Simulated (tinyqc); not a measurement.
Arrhenius fit: deep-level transient spectroscopy (DLTS) of one majority-carrier trap. Computed by tinyqc, a small Python program. Command: `OMP_NUM_THREADS=1 python tinyqc.py 3026053 3026054 out.jsonl dlts walk`. One thread of a shared host (Intel(R) Xeon(R) Processor @ 2.30GHz), about 0.08 s of CPU time with the checks.

A filling pulse loads the traps in a one-sided junction; under reverse bias they empty at the rate e, and the capacitance relaxes as C(t) = C_0 - dC exp(-e t). The signal is S = [C(t_2) - C(t_1)]/dC.

Inputs (values chosen for the exercise, with mass and screening modelled on ZnO): density-of-states mass m = 0.273 m_0; valleys M = 1; trap depth E_t = 0.8 eV; cross-section sigma_0 = 9e-15 cm^2; degeneracy ratio g = 2; gate time t_1 = 0.004 s; ratio t_2/t_1 = 2; capture barrier E_b = 0.13 eV.

Carriers: electrons. Extra term: capture barrier.

Constants: k_B = 8.617333262e-05 eV/K; k_B = 1.380649e-23 J/K; m_0 = 9.1093837015e-31 kg; h = 6.62607015e-34 J s.

Method:
- e = g sigma v N_b exp(-E/k_B T), v = sqrt(3 k_B T/m), N_b = 2 M (2 pi m k_B T/h^2)^(3/2), sigma = sigma_0 exp(-E_b/k_B T), E = E_t.
- S(e) = exp(-e t_1) - exp(-e t_2) peaks at the rate window e_0 = ln(t_2/t_1)/(t_2 - t_1).
- t_1 is scaled by 0.1, 0.3, 1, 3, 10 and 30 at fixed t_2/t_1; each T_p by bisection.
- Least squares of ln(e_0/T_p^2) on 1/(k_B T_p): slope -E_a, intercept ln(gamma sigma_a) with gamma = v N_b/T^2 = sqrt(3 k_B/m) 2 M (2 pi m k_B/h^2)^(3/2). For comparison, the slope of ln e_0 alone.

Arrhenius data:
```
t_1 (s)  e_0 (1/s)  T_p (K)  1/(k_B T_p) (1/eV)  ln(e_0/T_p^2)
0.0004     1732.87  500.519             23.1850        -4.9738
0.0012      577.62  478.181             24.2681        -5.9811
0.0040      173.29  455.802             25.4596        -7.0892
0.0120       57.76  437.071             26.5506        -8.1039
0.0400       17.33  418.178             27.7502        -9.2194
0.1200        5.78  402.263             28.8481       -10.2405
```

apparent depth E_a = 0.93000 eV

intercept = 16.588

gamma = 8.8902e+20 cm^-2 s^-1 K^-2

apparent cross-section = 1.8000e-14 cm^2

slope without T^2 = 1.0071 eV

What follows from these numbers?

The apparent depth is 0.9300 eV against E_t = 0.8 eV, and the apparent cross-section is 2.00 times sigma_0 (the degeneracy ratio): the capture barrier adds to the slope, so the true depth needs a separate measurement of capture. Leaving out the T^2 factor overstates the slope by 77 meV, about 2 k_B T_p.

Extremes, crossings and ranges named in words are read from the listed rows.
